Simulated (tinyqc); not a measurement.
Inside a calculation. Method: LCCD on RHF in the sto-3g basis, for H4, spin multiplicity 1. One step of it, computed by the program tinyqc.

Question. LCCD: starting amplitudes. t_ij^ab = <ij||ab> / (e_i + e_j - e_a - e_b), whose energy is MP2.

orbital energies (hartree): MO1 -0.592823, MO2 -0.474998, MO3 0.424831, MO4 0.772453

Two-electron integrals over orbitals (pq|rs), unique and non-zero (hartree):
```
(11|11) 0.451807    (21|21) 0.201542    (22|11) 0.441395    (22|22) 0.450573
(31|11) -0.045003   (31|22) -0.002198   (31|31) 0.104852    (32|21) 0.067487
(32|32) 0.101219    (33|11) 0.439067    (33|22) 0.439440    (33|31) -0.012156
(33|33) 0.457164    (41|21) 0.020645    (41|32) -0.075167   (41|41) 0.088140
(42|11) 0.054919    (42|22) 0.017268    (42|31) -0.101934   (42|33) 0.014682
(42|42) 0.107238    (43|21) -0.193891   (43|32) -0.069011   (43|41) -0.018067
(43|43) 0.206551    (44|11) 0.470701    (44|22) 0.461038    (44|31) -0.049602
(44|33) 0.472684    (44|42) 0.060698    (44|44) 0.515560
```

Give: Starting amplitudes; correlation energy.

Answer.

Starting amplitudes (spin orbitals 1a, 1b, ...; amplitudes related by a flip of all spins are not repeated):
```
from      to        t
2a 2b  3a 3b  -0.0562
1a 1b  3a 3b  -0.0515
1a 2b  3a 4b   0.0450
2a 2b  4a 4b  -0.0430
1a 2b  3b 4a  -0.0332
1a 1b  4a 4b  -0.0323
1a 2a  3a 4a   0.0118
```

correlation energy = -0.033345 hartree
